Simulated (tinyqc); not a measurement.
## Schottky barrier on an n-type semiconductor with a surface-enhanced doping, non-linear Poisson equation by Newton steps: Capacitance-voltage profiling

One dimension, metal at x = 0, donor density C(x) = Nd + N0 exp(-x/Ls). Energies are counted from the electron Fermi level of the semiconductor and the conduction-band edge is Ec = -psi, so n = Nc exp(psi/Vt); holes follow the Fermi level of the metal, at -V, so p = Nv exp((V - psi - Eg)/Vt). Ends: psi(0) = V - phiB and psi = Vt ln(Nd/Nc) deep inside. Boltzmann statistics, full ionisation, no current, no image force in the Poisson equation.

The Poisson equation d/dx(eps0 eps_r dpsi/dx) = -q (p - n + C) is solved on a mesh of about 1000 nodes or more that ends in neutral material. C_s = q d/dV of the integral of n over x, from the linearised equation. Probed depth w = eps0 eps_r/C_s; apparent doping N_app = C_s^3/(q eps0 eps_r dC_s/dV), the derivative by central differences over +/- 0.02 V.

Values chosen for this exercise; band and dielectric values close to those of gallium arsenide: temperature T = 293 K; band gap Eg = 1.42 eV; relative permittivity eps_r = 13.1; conduction-band density of states at T Nc = 4.18e17 cm^-3; valence-band density of states at T Nv = 8.59e18 cm^-3; donor density deep in the semiconductor Nd = 5e15 cm^-3; barrier height phiB = 0.74 eV; extra donor density at the surface N0 = 3e16 cm^-3; decay length Ls = 190 nm.

Constants: q = 1.602176634e-19 C, kB = 1.380649e-23 J/K, Vt = kB T/q, eps0 = 8.8541878128e-14 F/cm where lengths are in cm. Results are converted to the units shown.

Capacitance-voltage profiling:

| V (V) | C_s (nF/cm^2) | w (nm) | N_app (cm^-3) | true C(w) (cm^-3) | \|E_0\| (kV/cm) |
|---|---|---|---|---|---|
| 0 | 52.8 | 220 | 1.46e16 | 1.44e16 | 68.3 |
| -0.38 | 38.3 | 303 | 1.12e16 | 1.11e16 | 82.9 |
| -0.75 | 30.5 | 380 | 9.18e15 | 9.05e15 | 93.8 |
| -1.12 | 25.4 | 456 | 7.83e15 | 7.72e15 | 103 |
| -1.5 | 21.8 | 532 | 6.92e15 | 6.82e15 | 110 |
| -1.88 | 19.2 | 606 | 6.32e15 | 6.24e15 | 117 |
| -2.25 | 17.2 | 674 | 5.92e15 | 5.86e15 | 123 |
| -2.62 | 15.7 | 740 | 5.66e15 | 5.61e15 | 128 |
| -3 | 14.4 | 804 | 5.47e15 | 5.44e15 | 133 |

C_s falls from 52.8 to 14.4 nF/cm^2 while the probed depth goes from 220 to 804 nm. The apparent doping falls from 1.46e16 to 5.47e15 cm^-3. It departs most from the true doping at that depth for V = -1.12 V, where it is 1.5 % above it; so the doping is read well over the depths probed.

Program tinyqc, `OMP_NUM_THREADS=1 python tinyqc.py 2020089 2020090 out.jsonl`; Intel Xeon 2.30GHz, shared host, one thread, about 0.08 s.
